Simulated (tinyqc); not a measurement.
CISD on RHF in the 3-21g basis, for H2, spin multiplicity 1, step by step. One step of it, computed by the program tinyqc.

Task: Iteration 5 (converged): orbitals. Diagonalise F' = X^T F X, C = X C', fill 1 alpha and 1 beta electrons from the bottom; D = 2 C_occ C_occ^T. Each column has its largest component positive (the first on a tie).

converged F (hartree), order 1H 1s, 1H 2s, 2H 1s, 2H 2s:
$$\begin{pmatrix}
0.045979 & -0.530339 & -0.565229 & -0.543960 \\
-0.530339 & -0.360069 & -0.543960 & -0.401354 \\
-0.565229 & -0.543960 & 0.045979 & -0.530339 \\
-0.543960 & -0.401354 & -0.530339 & -0.360069
\end{pmatrix}$$

X, order 1H 1s, 1H 2s, 2H 1s, 2H 2s:
$$\begin{pmatrix}
-0.705312 & 0.769845 & 0.878413 & 0.270874 \\
2.182705 & -0.647668 & 0.283847 & 0.321972 \\
0.705312 & 0.769845 & -0.878413 & 0.270874 \\
-2.182705 & -0.647668 & -0.283847 & 0.321972
\end{pmatrix}$$

Give: F' = X^T F X; orbital energies; coefficients C; D after iteration 5.

Result:

F' = X^T F X (hartree):
$$\begin{pmatrix}
0.9176 & 0.0000 & -0.6594 & 0.0000 \\
0.0000 & 0.8883 & 0.0000 & -0.0546 \\
-0.6594 & 0.0000 & 0.9635 & 0.0000 \\
0.0000 & -0.0546 & 0.0000 & -0.6088
\end{pmatrix}$$

orbital energies (hartree): MO1 -0.6108, MO2 0.2807, MO3 0.8903, MO4 1.6004

coefficients C, order 1H 1s, 1H 2s, 2H 1s, 2H 2s:
$$\begin{pmatrix}
0.2987 & 0.1029 & 0.7595 & -1.1218 \\
0.2982 & 1.7672 & -0.6590 & 1.3122 \\
0.2987 & -0.1029 & 0.7595 & 1.1218 \\
0.2982 & -1.7672 & -0.6590 & -1.3122
\end{pmatrix}$$

D after iteration 5, order 1H 1s, 1H 2s, 2H 1s, 2H 2s:
$$\begin{pmatrix}
0.1785 & 0.1781 & 0.1785 & 0.1781 \\
0.1781 & 0.1778 & 0.1781 & 0.1778 \\
0.1785 & 0.1781 & 0.1785 & 0.1781 \\
0.1781 & 0.1778 & 0.1781 & 0.1778
\end{pmatrix}$$
